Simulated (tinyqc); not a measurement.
What moves the results: six-band Luttinger-Kohn model with strain. A value that a table varies takes the place of the one given here.

Six-band Luttinger-Kohn model in the basis |3/2,3/2>, |3/2,1/2>, |3/2,-1/2>, |3/2,-3/2>, |1/2,1/2>, |1/2,-1/2>, electron energies, zero at the top of the unstrained valence band. H = -[rows: (P+Q, -S, R, 0, -S/r2, r2 R); (-S*, P-Q, 0, R, -r2 Q, r32 S); (R*, 0, P-Q, S, r32 S*, r2 Q); (0, R*, S*, P+Q, -r2 R*, -S*/r2); (-S*/r2, -r2 Q, r32 S, -r2 R, P+Dso, 0); (r2 R*, r32 S*, r2 Q, -S/r2, 0, P+Dso)], r2 = sqrt(2), r32 = sqrt(3/2). Levels are twofold.

P = c g1 k^2 - av tr(e); Q = c g2 (kx^2 + ky^2 - 2 kz^2) - (b/2)(exx + eyy - 2 ezz); R = c sqrt3 [-g2 (kx^2 - ky^2) + 2i g3 kx ky] + (sqrt3/2) b (exx - eyy) - i d exy; S = 2 c sqrt3 g3 (kx - i ky) kz - d (exz - i eyz); c = hbar^2/2m0, e the strain tensor (not engineering shear).

s11 = (C11 + C12)/((C11 - C12)(C11 + 2 C12)), s12 = -C12/((C11 - C12)(C11 + 2 C12)), s44 = 1/C44; exx = s11 sxx + s12 (syy + szz) and cyclic, exy = s44 sxy/2; tension is positive. A uniaxial stress X along the unit vector n is s_ij = X n_i n_j.

Constants: hbar^2/2m0 = 3.80998211 eV angstrom^2.

Inputs chosen for the exercise (near those of Si; not measured data): Dso = 0.044 eV (spin-orbit splitting); g1 = 4.29 (Luttinger gamma1); g2 = 0.34 (gamma2); g3 = 1.45 (gamma3); av = 2.44 eV (valence hydrostatic potential); b = -2.08 eV (tetragonal shear potential); d = -4.77 eV (trigonal shear potential); C11 = 165 GPa; C12 = 64.1 GPa; C44 = 79.4 GPa; load = uniaxial [111] (kind of stress); X1 = 0.7 GPa (size of the stress); E_h = 25 meV (hole energy below the top); X = 1.46 GPa (stress).

## Sweep of a uniaxial [111] stress

Edges at k = 0 and curvature masses of the top pair along [100] and [001] (step 0.0002 1/angstrom); at zero stress the top is fourfold and has no single curvature.

Edges and masses:

| X (GPa) | top (eV) | second (eV) | third (eV) | splitting (meV) | m [100] | m [001] |
|---|---|---|---|---|---|---|
| -2.10 | 0.0441 | -0.0539 | -0.0866 | 98.0 | 0.233 | 0.233 |
| -1.40 | 0.0269 | -0.0359 | -0.0699 | 62.8 | 0.233 | 0.233 |
| -0.70 | 0.0111 | -0.0180 | -0.0547 | 29.1 | 0.233 | 0.233 |
| 0.00 | 0.0000 | 0.0000 | -0.0440 | 0.0 | - | - |
| 0.70 | 0.0180 | 0.0012 | -0.0457 | 16.8 | 0.233 | 0.233 |
| 1.40 | 0.0359 | 0.0132 | -0.0582 | 22.7 | 0.233 | 0.233 |
| 2.10 | 0.0539 | 0.0289 | -0.0744 | 25.0 | 0.233 | 0.233 |

How do the results move?

The splitting reaches 98.0 meV under compression and 25.0 meV under the same tension; linear shear terms alone would make the two equal, and the difference comes from the coupling to the split-off band. At the ends of the sweep the top pair has a mass along [100] of 0.233 under compression and 0.233 under tension, nearly the same; along [001] it has 0.233 and 0.233. The top edge itself moves by +44 and +54 meV.

## Which stress helps holes along [110]

Each load has size X1 (biaxial: sxx = syy); masses are curvatures of the top pair at k = 0.

Results:

| load | splitting (meV) | top edge (meV) | m [110] | m [001] |
|---|---|---|---|---|
| uniaxial [110], compression | 30.6 | 12.1 | 0.122 | 0.270 |
| uniaxial [110], tension | 17.5 | 18.7 | 0.451 | 0.209 |
| uniaxial [100], compression | 35.3 | 15.0 | 0.218 | 0.270 |
| uniaxial [100], tension | 18.4 | 20.3 | 0.243 | 0.216 |
| uniaxial [111], compression | 29.1 | 11.1 | 0.149 | 0.233 |
| uniaxial [111], tension | 16.8 | 18.0 | 0.352 | 0.233 |
| biaxial (001), compression | 18.4 | 2.8 | 0.216 | 0.277 |
| biaxial (001), tension | 35.3 | 32.5 | 0.270 | 0.183 |

What does this show, and why?

The lightest mass along [110] (0.122) comes with uniaxial [110], compression. The largest splitting (35.3 meV) comes with uniaxial [100], compression; biaxial (001), tension. The heaviest mass along [001] (0.277), which lowers the confinement energy in a (001) channel, comes with biaxial (001), compression. The splitting per GPa follows b (s11 - s12) for loads along cube axes and d s44 for [111]: here 2 |b| (s11 - s12) = 41.2 and |d| s44/sqrt3 = 34.7 meV per GPa in the limit of large Dso; where the splitting nears Dso, mixing with the split-off band makes it depend on the sign of the load.

## Warping of the constant-energy contours (six-band Luttinger-Kohn model)

No strain (e = 0). In the plane kz = 0, |k| where the top and second pairs lie E_h below the top, against the angle from [100]; m = c k^2/E_h.

Contours:

| angle (degrees) | k top (1/angstrom) | k second (1/angstrom) | m top (m0) | m second (m0) |
|---|---|---|---|---|
| 0 | 0.0426 | 0.0368 | 0.277 | 0.206 |
| 9 | 0.0449 | 0.0360 | 0.308 | 0.197 |
| 18 | 0.0512 | 0.0348 | 0.400 | 0.185 |
| 27 | 0.0631 | 0.0340 | 0.606 | 0.176 |
| 36 | 0.0854 | 0.0335 | 1.112 | 0.171 |
| 45 | 0.1072 | 0.0333 | 1.750 | 0.169 |

What does this show?

The heavy contour reaches 2.513 times as far along [110] as along [100], the light one 0.907 times. The warping follows g3 - g2 = 1.11 and would vanish for g2 = g3. Along [100] the heavy mass is 1/(g1 - 2 g2) = 0.277 at any energy, while the light one is 0.2060, against 1/(g1 + 2 g2) = 0.2012 at the edge, for E_h/Dso = 0.57.

## What each parameter does

Edges at k = 0 under a uniaxial [111] stress X and the curvature mass of the top pair along [100] (step 0.0002 1/angstrom). Each row changes one parameter from the base and keeps the others.

Results:

| case | top (eV) | second (eV) | third (eV) | mass (m0) |
|---|---|---|---|---|
| base | 0.0375 | 0.0145 | -0.0595 | 0.233 |
| b = -1.664 eV | 0.0375 | 0.0145 | -0.0595 | 0.233 |
| X = 1.168 GPa | 0.0300 | 0.0086 | -0.0534 | 0.233 |
| g2 = 0.272 | 0.0375 | 0.0145 | -0.0595 | 0.233 |
| Dso = 0.035 eV | 0.0375 | 0.0181 | -0.0541 | 0.233 |
| C11 = 198 GPa | 0.0362 | 0.0133 | -0.0607 | 0.233 |
| g1 = 3.432 | 0.0375 | 0.0145 | -0.0595 | 0.291 |
| g3 = 1.16 | 0.0375 | 0.0145 | -0.0595 | 0.233 |

What does this show?

The largest shifts from the base row, up to three for each result and ties (the steps differ in size, so this ranks the rows, not the parameters). top (eV): X -0.0075, C11 -0.0012; unchanged at the printed digits by b, g2, Dso, g1 and g3. second (eV): X -0.0059, Dso +0.0036, C11 -0.0012; unchanged at the printed digits by b, g2, g1 and g3. third (eV): X +0.0061, Dso +0.0054, C11 -0.0012; unchanged at the printed digits by b, g2, g1 and g3. mass (m0): g1 +0.058; unchanged at the printed digits by b, X, g2, Dso, C11 and g3. The Luttinger parameters multiply k^2 and cannot move the edges; av shifts all edges alike and leaves the mass.

Run: tinyqc, `OMP_NUM_THREADS=1 python tinyqc.py 1050323 1050324 out.jsonl`; Intel(R) Xeon(R) Processor @ 2.30GHz, one thread, shared host; about 0.08 s of CPU time with all checks.
